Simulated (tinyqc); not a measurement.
Worked calculation: Fermi-Dirac statistics of conduction electrons. Values are carried at full precision from step to step, so a last printed digit may differ when a step is redone from the rounded ones.

Constants: hbar^2/2m0 = 3.80998211 eV angstrom^2; kB = 8.617333262e-05 eV/K; e^2/(4 pi eps0) = 14.39964547 eV angstrom.

Values chosen for the exercise (near those of Ge, lowest valleys alone; the results hold for these values, not for the real material): m = 0.5554 m0 (density-of-states mass of the conduction band); T = 400 K; n = 1.2e+20 1/cm^3 (electron density); eps = 16.1 (static dielectric constant); alpha = 0.65 1/eV (non-parabolicity).

## Reduced density

N = 2 (m kB T/(4 pi c))^(3/2) with c = hbar^2/2m0, in 1/angstrom^3; times 1e24 for 1/cm^3; u = n/Nc.

kT = 0.034469 eV
Nc = 1.5991e+19 1/cm^3
u = n/Nc = 7.5040

## Reduced Fermi level by five rules

F_j(eta) = (1/Gamma(j + 1)) integral_0^infinity x^j dx/(1 + exp(x - eta)), which tends to exp(eta) for eta << 0.

With u = n/Nc: Boltzmann eta = ln u; Joyce-Dixon eta = ln u + u/sqrt(8) - 4.95009e-3 u^2 + 1.48386e-4 u^3 - 4.42563e-6 u^4; Nilsson eta = ln u/(1 - u^2) + v/(1 + (0.24 + 1.08 v)^-2) with v = (3 sqrt(pi) u/4)^(2/3); fully degenerate limit eta = v; exact: F_1/2(eta) = u.

Find eta = (EF - Ec)/kT by each rule.

eta: Boltzmann 2.015, Joyce-Dixon 4.438, Nilsson 4.435, degenerate 4.634, exact 4.441

Against the exact value the errors are Boltzmann -2.425, Joyce-Dixon -0.002, Nilsson -0.006, degenerate limit +0.193 (in kT).

## Exact eta by Newton steps

Solve ln F_1/2(eta) = ln u from the Boltzmann value; dF_1/2/d eta = F_-1/2, so the step is -ln(F_1/2/u) F_1/2/F_-1/2. Stop below 1e-9.

Newton steps:
```
step       eta    F_1/2   F_-1/2  step taken
1     2.015435  2.84637  1.47074        1.88
2     3.891524  6.27627  2.15225       0.521
3     4.412520  7.43893  2.30903      0.0281
4     4.440573  7.50382  2.31715    7.29e-05
5     4.440646  7.50399  2.31717    4.89e-10
```

Converged in 5 steps.

## Mean energy, Einstein relation and screening

eta = 4.44065

Mean kinetic energy <E> = (3/2) kT F_3/2/F_1/2; D/mu = (kT/e) F_1/2/F_-1/2; dn/dEF = (Nc/kT) F_-1/2; screening length L = (4 pi (e^2/(4 pi eps0)) (dn/dEF)/eps)^(-1/2), with dn/dEF in 1/(angstrom^3 eV) (1/cm^3 = 1e-24/angstrom^3).

F_-1/2, F_1/2, F_3/2: 2.317  7.504  16.35

<E> = 112.63 meV
D/mu = 111.63 mV
dn/dEF = 1.075e+21 1/(cm^3 eV)
L = 9.098 angstrom

The gas is degenerate. D/mu is 3.238 times kT/e and <E> is 2.178 times (3/2) kT; the Debye formula, with n/kT in place of dn/dEF, would give L = 5.055 angstrom.

## Fermi level in the non-parabolic band

Non-parabolic band E (1 + alpha E) = c k^2/m: n = Nc (2/sqrt(pi)) integral_0^infinity sqrt(x (1 + a x)) (1 + 2 a x) dx/(1 + exp(x - eta)) with a = alpha kT and eta = (EF - Ec)/kT; a = 0 gives n = Nc F_1/2(eta).

Solve for eta at the same n.

a = 0.02241
eta = 3.943
EF - Ec = 135.91 meV

The extra states lower EF by 17.15 meV against the parabolic band. In Ge the Gamma and Delta valleys, 0.14 and 0.18 eV up, would start to fill at this EF.

## Checks

- Non-parabolic integral at a = 0 against F_1/2(2): both 2.823721.
- F_1/2(40) against the Sommerfeld form (4/(3 sqrt(pi))) eta^(3/2) (1 + pi^2/(8 eta^2)): both 190.45.

(tinyqc, `OMP_NUM_THREADS=1 python tinyqc.py 1682134 1682135 out.jsonl`, Intel(R) Xeon(R) Processor @ 2.30GHz, 1 thread, shared host, about 0.01 s.)
